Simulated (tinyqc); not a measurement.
Worked calculation: Hueckel theory of the pi electrons, for the molecule Clc1ccc2c(c1)C=C2 (SMILES; centres numbered as the heavy atoms are written). One step of it, computed by the program tinyqc.

Task: Energy, charges, bond orders. E = sum n x; q_r = z_r - P_rr; bond order p = P_rs; free valence = sqrt(3) - sum of p over the bonds of the atom.

x values: 2.376064  1.999448  1.389814  1.079748  0.253177  -0.269390  -1.098980  -1.492229  -2.357651

occupations: 2.000000  2.000000  2.000000  2.000000  2.000000  0.000000  0.000000  0.000000  0.000000

charge and bond-order matrix P, lower triangle:
```
           1Cl         2C         3C         4C         5C        6C         7C        8C
1Cl   1.981093
2C    0.135689   0.982269
3C   -0.095341   0.724778   1.019583
4C   -0.017771   0.006027   0.564582   0.997344
5C    0.064403  -0.344620  -0.016213   0.727271   1.014239
6C   -0.018581   0.007087  -0.345375  -0.003299   0.548291  0.995821
7C   -0.059082   0.556541   0.007802  -0.177138  -0.005075  0.730201   1.005777
8C   -0.037348   0.165287   0.012198  -0.347218  -0.011516  0.215521   0.002205  1.010258
9C    0.016135  -0.007996   0.163444   0.003981   0.216609  0.005126  -0.349393  0.896596

          9C
9C  0.993616
```

Centres:

| centre | z_r, pi electrons of the neutral centre | h |
|---|---|---|
| 1Cl | 2 | 1.880000 |
| 2C | 1 | 0.000000 |
| 3C | 1 | 0.000000 |
| 4C | 1 | 0.000000 |
| 5C | 1 | 0.000000 |
| 6C | 1 | 0.000000 |
| 7C | 1 | 0.000000 |
| 8C | 1 | 0.000000 |
| 9C | 1 | 0.000000 |

Bonds:

| i | j | k |
|---|---|---|
| 1 | 2 | 0.410000 |
| 2 | 3 | 1 |
| 3 | 4 | 1 |
| 4 | 5 | 1 |
| 5 | 6 | 1 |
| 6 | 7 | 1 |
| 6 | 8 | 1 |
| 8 | 9 | 1 |
| 7 | 2 | 1 |
| 9 | 5 | 1 |

Give: pi energy = 10 alpha + this times beta; pi charges; Bond orders and lengths from R = 1.517 - 0.180 p; free valence of the carbons; gap between the highest filled and the next level.

Result:

pi energy = 10 alpha + this times beta = 14.1965

pi charges: 1Cl 0.0189, 2C 0.0177, 3C -0.0196, 4C 0.0027, 5C -0.0142, 6C 0.0042, 7C -0.0058, 8C -0.0103, 9C 0.0064

Bond orders and lengths from R = 1.517 - 0.180 p (angstrom, C-C alone):

| bond | p | R |
|---|---|---|
| 1-2 | 0.1357 | - |
| 2-3 | 0.7248 | 1.3865 |
| 3-4 | 0.5646 | 1.4154 |
| 4-5 | 0.7273 | 1.3861 |
| 5-6 | 0.5483 | 1.4183 |
| 6-7 | 0.7302 | 1.3856 |
| 6-8 | 0.2155 | 1.4782 |
| 8-9 | 0.8966 | 1.3556 |
| 7-2 | 0.5565 | 1.4168 |
| 9-5 | 0.2166 | 1.4780 |

free valence of the carbons: 2C 0.3150, 3C 0.4427, 4C 0.4402, 5C 0.2399, 6C 0.2380, 7C 0.4453, 8C 0.6199, 9C 0.6188

gap between the highest filled and the next level = 0.5226 |beta|
